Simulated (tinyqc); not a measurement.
## MOS structure on a p-type body with a surface-enhanced doping, non-linear Poisson equation by Newton steps: charge and capacitance against gate voltage

One dimension, insulator interface at x = 0, acceptor density Na + N0 exp(-x/Ls), net doping C = -(acceptor density). psi is counted from the intrinsic level: n = ni exp((psi - Vb)/Vt), p = ni exp(-psi/Vt); deep in the body psi_b = -Vt ln(Na/ni). The gate acts through Cox = eps0 eox/tox and has the potential psi_G = Vg - (phiM - chi - Vt ln(Nc/ni)). Boltzmann statistics, full ionisation, classical densities, no oxide or interface charge.

ni = sqrt(Nc Nv) exp(-Eg/(2 Vt)), Eg in volts. The Poisson equation d/dx(eps0 eps_r dpsi/dx) = -q (p - n + C), with eps0 eps_r dpsi/dx = -Cox (psi_G - psi_0) at x = 0, is solved on a mesh of about 600 nodes or more. N_inv is the integral of n less its value deep in the body. C_LF = Cox (1 - dpsi_0/dVg) with all carriers following; C_HF is the same with the electron quasi-Fermi level shifting uniformly so that N_inv stays fixed. The centroid is that of the same excess.

Parameters, values chosen for the exercise; band and dielectric values close to those of silicon: temperature T = 350 K; band gap Eg = 1.13 eV; relative permittivity eps_r = 11.9; conduction-band density of states at T Nc = 3.54e19 cm^-3; valence-band density of states at T Nv = 3.38e19 cm^-3; electron affinity chi = 3.98 eV; acceptor density deep in the body Na = 1.4e18 cm^-3; relative permittivity of the gate insulator (close to silicon dioxide) eox = 3.9; insulator thickness tox = 4.4 nm; gate work function phiM = 4.5 eV; electron quasi-Fermi potential against the body Vb = 0 V; extra acceptor density at the surface N0 = 3.8e18 cm^-3; decay length Ls = 13 nm.

Constants: q = 1.602176634e-19 C, kB = 1.380649e-23 J/K, Vt = kB T/q, eps0 = 8.8541878128e-14 F/cm where lengths are in cm. Results are converted to the units shown.

Results:

| Vg (V) | psi_0 - psi_b (V) | N_inv (cm^-2) | C_LF/Cox | C_HF/Cox | centroid (nm) |
|---|---|---|---|---|---|
| 1.53 | 0.765 | 1.55e8 | 0.422 | 0.422 | 0.335 |
| 1.68 | 0.853 | 2.71e9 | 0.411 | 0.405 | 0.318 |
| 1.84 | 0.943 | 5.18e10 | 0.494 | 0.389 | 0.302 |
| 1.99 | 1.00 | 3.33e11 | 0.734 | 0.381 | 0.291 |
| 2.14 | 1.03 | 8.42e11 | 0.854 | 0.377 | 0.282 |
| 2.3 | 1.05 | 1.49e12 | 0.906 | 0.375 | 0.274 |
| 2.61 | 1.07 | 2.85e12 | 0.944 | 0.373 | 0.261 |
| 2.76 | 1.08 | 3.53e12 | 0.953 | 0.372 | 0.255 |
| 2.91 | 1.09 | 4.22e12 | 0.959 | 0.372 | 0.249 |

Estimate the missing row, Vg = 2.45 V.

Computed row:

| Vg (V) | psi_0 - psi_b (V) | N_inv (cm^-2) | C_LF/Cox | C_HF/Cox | centroid (nm) |
|---|---|---|---|---|---|
| 2.45 | 1.06 | 2.13e12 | 0.929 | 0.374 | 0.267 |

With this row back in the table: N_inv goes from 1.55e8 to 4.22e12 cm^-2 and passes 2e11 cm^-2 at Vg = 1.94 V. Below threshold it takes 121 mV a decade between Vg = 1.53 and 1.68 V, against Vt ln 10 = 69.4 mV. C_LF/Cox is lowest, 0.411, at Vg = 1.68 V among the rows listed and ends at 0.959, while C_HF/Cox ends at 0.372. Between the last two rows q dN_inv/dVg is 0.939 Cox. Where the classical centroid is under about 2 nm, confinement would move the charge away from the interface and raise the threshold. Above about 2e12 cm^-2 degeneracy matters too.

Numbers from tinyqc (`OMP_NUM_THREADS=1 python tinyqc.py 2080043 2080044 out.jsonl`; about 0.5 s on one thread of a shared Intel Xeon 2.30GHz).
